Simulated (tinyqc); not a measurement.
Three descriptions against temperature: one anharmonic mode: perturbation theory, self-consistent phonons and exact levels. Computed by tinyqc, a small Python program. Command: `OMP_NUM_THREADS=1 python tinyqc.py 3028115 3028116 out.jsonl scp walk`. One thread of a shared host (Intel(R) Xeon(R) Processor @ 2.30GHz), about 0.03 s of CPU time with the checks.

V(x) = k x^2/2 + b x^4 for one coordinate x of mass M. A constant K > 0 gives hbar Omega = sqrt((hbar^2/u) K/M) with K in eV/angstrom^2 and M in u.

Inputs (values chosen for the exercise, for a model mode): mode mass M = 118 u; harmonic constant k = 1.1 eV/angstrom^2; quartic constant b = 1.21 eV/angstrom^4.

Shape: single well.

Constants: hbar^2/u = 4.18015928e-03 eV angstrom^2; k_B = 8.617333262e-05 eV/K.

Method:
- Self-consistent phonon, centred at x = 0: K = k + 12 b <x^2>, <x^2> = (hbar Omega/(2K)) coth(hbar Omega/(2 k_B T)).
- Its free energy is F = k_B T ln[2 sinh(hbar Omega/(2 k_B T))] + (k - K)<x^2>/2 + 3 b <x^2>^2, an upper bound to the exact one.
- Basis: oscillator states n of the constant |k|, with x = s (a + a+), s^2 = hbar Omega/(2|k|); H = hbar Omega (n + 1/2) + (k - |k|) x^2/2 + b x^4, with exact matrix elements of x^2 and x^4.
- Exact values use 120 basis states: F = -k_B T ln sum exp(-E_n/(k_B T)), and <x^2> is the Boltzmann mean.
- The classical <x^2> is int x^2 exp(-V/(k_B T)) dx / int exp(-V/(k_B T)) dx (2001 points over six exact widths each way).

Results; columns: (1) T (K); (2) hbar Omega, self-consistent (meV); (3) <x^2>, self-consistent; (4) <x^2>, exact; (5) F, self-consistent (meV); (6) F, exact (meV); (7) <x^2>, classical:
```
(1)     (2)        (3)        (4)      (5)      (6)         (7)
3.6  6.3562  0.0027867  0.0027870   3.1499   3.1498  2.8098e-04
8.7  6.3562  0.0027878  0.0027882   3.1497   3.1497  6.7556e-04
18   6.3599  0.0028789  0.0028794   3.1240   3.1239   0.0013851
33   6.3823  0.0034334  0.0034349   2.8297   2.8295   0.0025041
58   6.4389  0.0048455  0.0048522   1.5218   1.5207   0.0043065
100  6.5429  0.0074701  0.0074967  -2.3697  -2.3743   0.0071847
170  6.7084   0.011733   0.011823  -11.814  -11.831    0.011647
290  6.9592   0.018397   0.018672  -33.096  -33.157    0.018575
```

What follows from these numbers?

The self-consistent quantum hardens from 6.36 to 6.96 meV, since a wider spread samples the steep quartic walls. Its <x^2> misses by 0.0 % at the lowest T and -1.5 % at the highest; the excess in F runs from 0.000 to 0.061 meV. The classical value is 0.10 of the exact one at the lowest T and 0.995 at the highest.

Extremes, crossings and ranges named in words are read from the listed rows.
